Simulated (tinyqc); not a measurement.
Worked calculation: Hueckel theory of the pi electrons, for the molecule Bc1ccc[cH-]1 (SMILES; centres numbered as the heavy atoms are written). Computed by tinyqc, a small Python program that keeps every step. Settings: charge = -1. Command: `OMP_NUM_THREADS=1 python tinyqc.py 26066 26067 out.jsonl` (the two numbers bound the seeds that draw the settings). One thread of a shared host (Intel(R) Xeon(R) Processor @ 2.60GHz), about 0.01 s of CPU time with the checks.

## The Hueckel matrix

Centres:
```
centre  z_r, pi electrons of the neutral centre        h
1B                                            0  -1.0100
2C                                            1   0.0000
3C                                            1   0.0000
4C                                            1   0.0000
5C                                            1   0.0000
6C                                            1   0.0000
```

Bonds:
```
i  j       k
1  2  0.6000
2  3       1
3  4       1
4  5       1
5  6       1
6  2       1
```

H_rr = alpha + h_r beta, H_rs = k_rs beta for bonded centres.

Hueckel matrix in units of beta (H = alpha + beta A):
```
         1B      2C      3C      4C      5C      6C
1B  -1.0100  0.6000  0.0000  0.0000  0.0000  0.0000
2C   0.6000  0.0000  1.0000  0.0000  0.0000  1.0000
3C   0.0000  1.0000  0.0000  1.0000  0.0000  0.0000
4C   0.0000  0.0000  1.0000  0.0000  1.0000  0.0000
5C   0.0000  0.0000  0.0000  1.0000  0.0000  1.0000
6C   0.0000  1.0000  0.0000  0.0000  1.0000  0.0000
```

## Orbitals

pi electrons, sum of z_r less the charge = 6

Diagonalise; E = alpha + x beta with beta < 0, so the largest x are filled first; degenerate levels share their electrons. P = sum n_i c_ri c_si; each orbital has its largest coefficient positive (the first on a tie).

x values: 2.0249  0.7024  0.6180  -0.9215  -1.6180  -1.8159

occupations: 2.0000  2.0000  2.0000  0.0000  0.0000  0.0000

coefficients:
```
       MO1      MO2      MO3      MO4      MO5      MO6
1B  0.0923   0.2168   0.0000   0.8556   0.0000  -0.4609
2C  0.4670   0.6187   0.0000   0.1263   0.0000   0.6190
3C  0.4451   0.1523   0.6015  -0.3149  -0.3717  -0.4238
4C  0.4343  -0.5118   0.3717   0.1639   0.6015   0.1505
5C  0.4343  -0.5118  -0.3717   0.1639  -0.6015   0.1505
6C  0.4451   0.1523  -0.6015  -0.3149   0.3717  -0.4238
```

charge and bond-order matrix P:
```
         1B       2C       3C       4C       5C       6C
1B   0.1110   0.3545   0.1482  -0.1417  -0.1417   0.1482
2C   0.3545   1.2018   0.6041  -0.2277  -0.2277   0.6041
3C   0.1482   0.6041   1.1662   0.6779  -0.2165  -0.2810
4C  -0.1417  -0.2277   0.6779   1.1774   0.6246  -0.2165
5C  -0.1417  -0.2277  -0.2165   0.6246   1.1774   0.6779
6C   0.1482   0.6041  -0.2810  -0.2165   0.6779   1.1662
```

## Energy, charges, bond orders

E = sum n x; q_r = z_r - P_rr; bond order p = P_rs; free valence = sqrt(3) - sum of p over the bonds of the atom.

pi energy = 6 alpha + this times beta = 6.6907

pi charges: 1B -0.1110, 2C -0.2018, 3C -0.1662, 4C -0.1774, 5C -0.1774, 6C -0.1662

Bond orders and lengths from R = 1.517 - 0.180 p (angstrom, C-C alone):
```
bond       p       R
1-2   0.3545       -
2-3   0.6041  1.4083
3-4   0.6779  1.3950
4-5   0.6246  1.4046
5-6   0.6779  1.3950
6-2   0.6041  1.4083
```

free valence of the carbons: 2C 0.1693, 3C 0.4500, 4C 0.4295, 5C 0.4295, 6C 0.4500

gap between the highest filled and the next level = 1.5395 |beta|
